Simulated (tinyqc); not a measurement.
A log to judge: one anharmonic mode: perturbation theory, self-consistent phonons and exact levels. Computed by tinyqc. Command: `OMP_NUM_THREADS=1 python tinyqc.py 3018275 3018276 out.jsonl scp walk`. One thread of a shared host (Intel(R) Xeon(R) Processor @ 2.30GHz), about 0.09 s of CPU time with the checks.

V(x) = k x^2/2 + b x^4 for one coordinate x of mass M. A constant K > 0 gives hbar Omega = sqrt((hbar^2/u) K/M) with K in eV/angstrom^2 and M in u.

Inputs (values chosen for the exercise, for a model mode):
```
quantity,value,unit
mode mass M,113,u
harmonic constant k,-11.4,eV/angstrom^2
quartic constant b,200,eV/angstrom^4
temperature T,500,K
mixing,1,-
```

Shape: double well.

Constants: hbar^2/u = 4.18015928e-03 eV angstrom^2; k_B = 8.617333262e-05 eV/K.

Method. Self-consistent phonon, centred at x = 0: K = k + 12 b <x^2>, <x^2> = (hbar Omega/(2K)) coth(hbar Omega/(2 k_B T)). Start at K = |k|; K(new) = K + mixing x (K_out - K), but at least K/20; stop when |K_out - K| < 1e-9 |k| or after 90 steps.

Iterations:
```
step,K (eV/angstrom^2),hbar Omega (meV),K_out,K_out - K
0,1.14000e+01,20.5357,-2.15806e+00,-13.558
1,5.70000e-01,4.5919,1.70189e+02,169.619
2,1.70189e+02,79.3457,-1.06297e+01,-180.819
3,8.50946e+00,17.7422,9.23350e-01,-7.586
4,9.23350e-01,5.8444,1.00764e+02,99.841
5,1.00764e+02,61.0534,-1.02075e+01,-110.971
6,5.03819e+00,13.6519,9.29624e+00,4.258
7,9.29624e+00,18.5443,-1.05178e-01,-9.401
8,4.64812e-01,4.1466,2.11244e+02,210.780
...,...,...,...,...
81,5.05374e-01,4.3238,1.93388e+02,192.883
82,1.93388e+02,84.5809,-1.07037e+01,-204.092
83,9.66942e+00,18.9129,-5.34499e-01,-10.204
84,4.83471e-01,4.2290,2.02658e+02,202.175
85,2.02658e+02,86.5844,-1.07286e+01,-213.387
86,1.01329e+01,19.3609,-1.02371e+00,-11.157
87,5.06646e-01,4.3292,1.92875e+02,192.368
88,1.92875e+02,84.4685,-1.07022e+01,-203.577
89,9.64374e+00,18.8877,-5.06019e-01,-10.150
```

Can the last value be used, and what does the course show?

No. Not converged: the residual wanders without falling. K_out falls when K rises, so steps of this size overshoot: the residual keeps changing sign. Reruns converge with mixing = 0.4; or with mixing = 0.2; or with mixing = 0.1.
